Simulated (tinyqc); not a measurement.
Transfer between valleys with temperature: electrons shared among three sets of ellipsoidal valleys.

F_j(eta) = (1/Gamma(j + 1)) integral_0^infinity x^j dx/(1 + exp(x - eta)), which tends to exp(eta) for eta << 0.

Sets Gamma, L, X: N_i = M_i times N = 2 (m kB T/(4 pi c))^(3/2) with c = hbar^2/2m0, in 1/angstrom^3; times 1e24 for 1/cm^3, m = (ml mt^2)^(1/3); n = sum_i N_i F_1/2((EF - dE_i)/kT), energies from the edge of the first set; mu_drift = sum of share times mobility.

Constants: hbar^2/2m0 = 3.80998211 eV angstrom^2; kB = 8.617333262e-05 eV/K.

Values chosen for the exercise (masses and offsets near those of GaAs; mobilities are free inputs, held fixed; not measured data): dE = (0, 0.248, 0.427) eV (edges of Gamma, L, X above the first); M = (1, 4, 3) (valleys in each set); ml = (0.069, 1.989, 1.275) m0 (longitudinal masses of Gamma, L, X); mt = (0.069, 0.0733, 0.2311) m0 (transverse masses); mu = (6900, 950, 290) cm^2/(V s) (mobility of each set); n = 3.4e+18 1/cm^3 (total electron density).

Offsets, masses and mobilities are held fixed; n is fixed too, so the high values of T stand for hot electrons, not for the lattice.

Populations:
```
T (K)  EF (eV)  share Gamma  share L  share X  mu_drift
77      0.1192       1.0000   0.0000   0.0000      6900
150     0.1183       1.0000   0.0000   0.0000      6900
450     0.0968       0.8850   0.1128   0.0021      6215
600     0.0676       0.7236   0.2607   0.0156      5245
900    -0.0218       0.4239   0.4841   0.0920      3411
1200   -0.1415       0.2508   0.5601   0.1891      2317
2000   -0.5405       0.0985   0.5393   0.3622      1297
```

Give the missing row, T (K) = 300.

Computed row:
```
T (K)  EF (eV)  share Gamma  share L  share X  mu_drift
300     0.1131       0.9835   0.0165   0.0000      6802
```

The share of Gamma goes from 1.000 to 0.099 and the mean mobility from 6900 to 1297 cm^2/(V s). Gamma and L hold equal numbers between T = 600 and 900 K. The share of X is at most 0.36.

tinyqc: `OMP_NUM_THREADS=1 python tinyqc.py 1681785 1681786 out.jsonl`; about 0.02 s, one thread, shared Intel(R) Xeon(R) Processor @ 2.30GHz.
